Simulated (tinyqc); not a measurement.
From hole level before the anneal back to well width w: interdiffusion of a quantum well during annealing: blurred potential and shift of the confined levels. Computed by tinyqc, a small Python program. Command: `OMP_NUM_THREADS=1 python tinyqc.py 3021149 3021150 out.jsonl qwi inv`. One thread of a shared host (Intel(R) Xeon(R) Processor @ 2.30GHz), about 0.02 s of CPU time with the checks.

A square well of width w is blurred by Fick diffusion with a constant coefficient; band offsets are linear in composition, masses are uniform, and strain and excitons are ignored.

Inputs (values chosen for the exercise, modelled on GaAs in AlGaAs):
```
quantity                value  unit
electron mass m_e      0.0699   m_0
hole mass m_h           0.388   m_0
conduction offset V_c    0.23    eV
valence offset V_v       0.15    eV
```

Constants: hbar^2/(2 m_0) = 3.80998212 eV angstrom^2.

Method. Square well, ground state: take the lowest root of k tan(k w/2) = kappa, k^2 = E/c, kappa^2 = (V - E)/c, c = hbar^2/(2m) with hbar^2/(2 m_0) in eV angstrom^2.

Question. A run gave the result below. Find the well width w, known to lie between 6.4 and 14 nm.

hole level before the anneal = 10.14278 meV

Answer.

Each step takes the trial c = (a f_b - b f_a)/(f_b - f_a), f being the result less the target and a, b, c the logarithms of the listed values; c replaces end b, the old b replaces a if the sign of f changed, and otherwise f_a is halved.

Scan of the range:
```
well width w (nm)  hole level before the anneal (meV)
6.40                                          14.9689
7.29                                          12.1507
8.31                                           9.7963
9.47                                           7.8621
10.80                                          6.2729
12.30                                          4.9964
14.00                                          3.9694
```

False position (Illinois rule, in the logarithm of the input) inside the bracket:
```
step    end a    end b    trial  hole level before the anneal (meV)
1     7.29000  8.31000  8.15140                             10.1151
2     7.29000  8.15140  8.12704                             10.1655
3     8.15140  8.12704  8.13801                             10.1428
4     8.12704  8.13801  8.13800                             10.1428
5     8.12704  8.13800  8.13800                             10.1428
6     8.13800  8.13800  8.13800                             10.1428
```

Hole level before the anneal falls at every point of a 13-point scan of the range (every second point is shown), so one value fits; it is bracketed by 7.29 and 8.31. Answer: well width w = 8.138 nm.

Caution: the well mass is used in the barriers too; a heavier barrier mass would lower these levels.
